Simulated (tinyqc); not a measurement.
Permittivity and interlayer from two capacitances.

Question. A two-layer stack has Cox = eps0/(t1/e1 + t2/e2) and EOT = 3.9 eps0/Cox. Find e2, the EOT of layer 1 and, with e1 given, t1.

Values chosen for this exercise:
```
symbol  value  unit                           meaning
e1       4.05        relative permittivity of layer 1
```

Constants: eps0 = 8.8541878128e-14 F/cm where lengths are in cm. Results are converted to the units shown.

Cox at t2 = 1.7 and 7.4 nm (uF/cm^2): 4.6886899  2.1697602

Answer. EOT is linear in t2 with slope 3.9/e2, and its intercept is the EOT of layer 1.

e2 = 26.00
EOT of layer 1 = 0.4815 nm
t1 = 0.5000 nm

tinyqc, about 0.01 s, one thread, Intel Xeon 2.30GHz (shared host): `OMP_NUM_THREADS=1 python tinyqc.py 2010068 2010069 out.jsonl`
